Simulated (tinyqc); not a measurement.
From results back to parameters: Kane-Mele model of a buckled honeycomb layer in a normal field. Two cases, with inputs chosen for the exercise.

Problem. The gaps of the two spins at a valley are 2|D - lam| and 2 (D + lam), where 2 lam is the gap at zero field and D = e b Ez > 0. The layer is known to be an ordinary band insulator. The gaps come from hidden lam and Ez.

Case 1.

Values chosen: b = 0.32 angstrom (half the buckling height).

gaps (meV): 540.0000  1380.0000

Case 2.

Values chosen (out of a larger set: of the size used for germanene; not measured data): b = 0.33 angstrom (half the buckling height).

gaps (meV): 147.4000  367.4000

Find: lam; Ez.

Solution. A quarter of the sum is the larger of D and lam, a quarter of the difference the smaller; the gaps alone cannot say which is which. Here D > lam.

Case 1.

lam = 210.00 meV
Ez = 1.50 V/angstrom

Case 2.

lam = 55.00 meV
Ez = 0.390 V/angstrom

Computed by tinyqc, one run a case: `OMP_NUM_THREADS=1 python tinyqc.py N N+1 out.jsonl` with N = 1480105, 1480123; one thread of a shared Intel(R) Xeon(R) Processor @ 2.30GHz, about 0.2 s a run at most.
